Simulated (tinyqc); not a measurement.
What each parameter does: valley splitting of a silicon quantum well in envelope theory.

The well lies at 0 < z < L; U(z) = V0 [1/(1 + exp(z/w)) + 1/(1 + exp((L - z)/w))] - e F z, 1 mV/nm = 1e-4 eV/angstrom. The envelope psi solves -(c/ml) psi'' + U psi = E psi, c = hbar^2/2m0, by three-point differences on a grid of 0.1 angstrom from -40 to L + 40 angstrom. The two valleys at +/- k0 couple through D = C0 times the integral of exp(-i q z) U(z) psi^2, q = 2 k0 (2 pi/a), and split by Ev = 2|D|.

Random alloy: with Y(z) = Yw + (Yb - Yw) B(z), B the bracket in U, and in-plane density exp(-r^2/ad^2)/(pi ad^2), D gains a random complex part of variance sigma^2 = (C0^2/pi)(a^2 V0/(8 ad (Yb - Yw)))^2 (4/a) times the integral of psi^4 Y (1 - Y). Alone it gives a mean splitting sqrt(pi) sigma; together with the smooth part the rms splitting is 2 sqrt(|D|^2 + sigma^2).

Constants: hbar^2/2m0 = 3.80998211 eV angstrom^2.

Inputs chosen for the exercise (near those of a strained Si well in SiGe; the results hold for these values, not for the real material): L = 96 angstrom (well width); V0 = 0.2 eV (conduction offset); ml = 0.901 m0 (mass along z); w = 0.6 angstrom (interface width parameter); F = 2.3 mV/nm (field pressing towards the upper interface); k0 = 0.845 2 pi/a (valley position); a = 5.431 angstrom (lattice constant); C0 = 0.258 (Bloch overlap factor); Yb = 0.29 (Ge share of the barrier); Yw = 0 (Ge share of the well); ad = 120 angstrom (dot radius).

Orbital spacing, psi^2 at z = L, the smooth splitting and sigma; V0 is held fixed when Yw changes.

Results for these values:
```
case  E2 - E1 (meV)  psi^2(L) (1e-3/angstrom)  2|D| (micro-eV)  sigma (micro-eV)
base          13.30                     1.133            12.15               2.0
```

What happens to each result for C0 = 0.31, all else kept?

Answer: E2 - E1 does not change at the printed digits; psi^2(L) does not change at the printed digits; 2|D| rises from 12.15 to 14.60; sigma rises from 2.0 to 2.4.

The same for each parameter in turn:
```
case               E2 - E1 (meV)  psi^2(L) (1e-3/angstrom)  2|D| (micro-eV)  sigma (micro-eV)
base                       13.30                     1.133            12.15               2.0
ad = 160 angstrom          13.30                     1.133            12.15               1.5
Yw = 0.03                  13.30                     1.133            12.15              64.8
L = 102 angstrom           12.50                     1.111            11.85               1.9
V0 = 0.25 eV               13.48                     0.897            12.28               1.9
w = 0.42 angstrom          13.27                     1.166            25.23               1.8
F = 3.45 mV/nm             15.27                     1.643            17.22               2.8
k0 = 0.825 2 pi/a          13.30                     1.133            12.33               2.0
C0 = 0.31                  13.30                     1.133            14.60               2.4
```

Run: tinyqc, `OMP_NUM_THREADS=1 python tinyqc.py 1251069 1251070 out.jsonl`; Intel(R) Xeon(R) Processor @ 2.30GHz, one thread, shared host; about 0.2 s of CPU time with all checks.
